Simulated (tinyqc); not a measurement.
What moves the results: Shockley-Read-Hall recombination through one deep level. A value that a table varies takes the place of the one given here.

One level at Et with degeneracy 1: tn = 1/(sn vth Nt), tp = 1/(sp_ vth Nt), n1 = Nc exp((Et - Eg)/kT), p1 = Nv exp(-Et/kT), ni^2 = n1 p1. Equilibrium p0 = Nm, n0 = ni^2/Nm; n = n0 + dn, p = p0 + dn. U = (n p - ni^2)/(tp (n + n1) + tn (p + p1)), lifetime dn/U; emission rates en = sn vth n1, ep = sp_ vth p1.

Constants: kB = 8.617333262e-05 eV/K.

Values chosen for the exercise (gap and densities of states near those of GaN at this temperature; not measured data): E1 = 1.443 eV (level (0/-1) above Ev); E2 = 2.678 eV (level (-1/-2) above Ev); gm = 1 (degeneracy of the middle state, the others 1); T = 400 K; Eg = 3.398 eV (gap); Nc = 3.46e+18 1/cm^3 (conduction-band density of states); Nv = 6.87e+19 1/cm^3 (valence-band density of states); Et = 1.443 eV (recombination level above Ev); Nt = 1.7e+13 1/cm^3 (defects); sn = 1.6e-14 cm^2 (electron capture cross-section); sp_ = 4.2e-14 cm^2 (hole capture cross-section); vth = 21000000 cm/s (thermal velocity, both carriers); Nm = 4.1e+16 1/cm^3 (equilibrium holes for the lifetime steps); dn = 4.7e+15 1/cm^3 (excess pairs).

## Charge state against the Fermi level (deep level with several charge states)

Energies from Ev. The defect has charge states 0, -1, -2 with weights 1, gm exp((EF - E1)/kT), exp((2 EF - E1 - E2)/kT); the shares are the weights over their sum. Boltzmann carriers: n = Nc exp((EF - Eg)/kT), p = Nv exp(-EF/kT). Neutrality: p - n + Nd + Nt <q> = 0.

Shares:
```
EF (eV)      0     -1     -2     <q>
0.204    1.000  0.000  0.000   0.000
0.476    1.000  0.000  0.000   0.000
0.748    1.000  0.000  0.000   0.000
1.019    1.000  0.000  0.000   0.000
1.291    0.988  0.012  0.000  -0.012
1.563    0.030  0.970  0.000  -0.970
1.835    0.000  1.000  0.000  -1.000
2.107    0.000  1.000  0.000  -1.000
2.379    0.000  1.000  0.000  -1.000
2.650    0.000  0.693  0.307  -1.307
2.922    0.000  0.001  0.999  -1.999
3.194    0.000  0.000  1.000  -2.000
```

Where the levels are several kT apart the middle state rules between about E1 - kT ln gm = 1.443 and E2 + kT ln gm = 2.678 eV; its largest share listed is 1.000. Each step spreads from 10 % to 90 % over 4.4 kT = 0.151 eV.

## Lifetime against injection

Recombination:
```
dn (1/cm^3)  lifetime (microsecond)  U (1/(cm^3 s))
1.0e+11                      0.1751        5.71e+17
1.0e+12                      0.1751        5.71e+18
1.0e+13                      0.1751        5.71e+19
1.0e+14                      0.1752        5.71e+20
1.0e+15                      0.1767        5.66e+21
1.0e+16                      0.1881        5.31e+22
1.0e+17                      0.2224        4.50e+23
1.0e+18                      0.2391        4.18e+24
```

The lifetime rises from 0.1751 to 0.2391 microsecond; tn + tp = 0.2418. At low injection it is tn (1 + p1/p0) + tp n1/p0 with n1/Nm = 2e-23 and p1/Nm = 1.1e-15: re-emission is negligible, so minority capture alone counts. Auger and radiative paths are left out; they cut in at the highest injections, and in a doped direct-gap crystal the radiative one counts at all injections. dn = dp neglects trapped charge, which matters where the traps hold a charge comparable with dn, at low injection and with very unequal cross sections.

## Where a level does most harm

Et takes the values listed; G = Nt en ep/(en + ep) in a depleted region; the lifetime is for dn = 1e11 1/cm^3.

Results:
```
Et (eV)  lifetime (microsecond)  G (1/(cm^3 s))
0.204                     0.964        1.13e-15
0.476                     0.175        3.02e-12
0.748                     0.175        8.08e-09
1.019                     0.175        2.10e-05
1.291                     0.175          0.0561
1.563                     0.175             150
1.835                     0.175        7.66e+03
2.107                     0.175            2.92
2.379                     0.175         0.00109
2.650                     0.175        4.21e-07
2.922                     0.175        1.58e-10
3.194                     0.190        5.89e-14
```

Generation peaks where en = ep, at Eg/2 + (kT/2) ln(sp_ Nv/(sn Nc)) = 1.767 eV; the largest value listed is at 1.835 eV, and G falls by a decade for each 0.079 eV away from the peak. The lifetime is within a factor 2 of its minimum, 0.175 microsecond, from 0.476 to 3.194 eV: recombination tolerates a wide range of Et, generation a narrow one.

## What moves lifetime and leakage

G = Nt en ep/(en + ep). Each row changes one parameter from the base and keeps the others.

Results:
```
case                  lifetime (microsecond)  G (1/(cm^3 s))
base                                  0.1819            4.61
Et = 1.483 eV                         0.1819            14.7
sn = 3.2e-14 cm^2                    0.09439            9.23
sp_ = 8.4e-14 cm^2                    0.1785            4.61
Nt = 8.5e+12 1/cm^3                   0.3639            2.31
Nm = 1.23e+17 1/cm^3                  0.1775            4.61
dn = 1.41e+16 1/cm^3                  0.1921            4.61
```

The largest shifts from the base row, up to three for each result and ties (the steps differ in size, so this ranks the rows, not the parameters). lifetime (microsecond): Nt +0.182, sn -0.0875, dn +0.0102; unchanged at the printed digits by Et. G (1/(cm^3 s)): Et +10.1, sn +4.61, Nt -2.31; unchanged at the printed digits by sp_, Nm and dn.

Program tinyqc; command `OMP_NUM_THREADS=1 python tinyqc.py 1681903 1681904 out.jsonl`; about 0.01 s on one thread of a shared Intel(R) Xeon(R) Processor @ 2.30GHz.
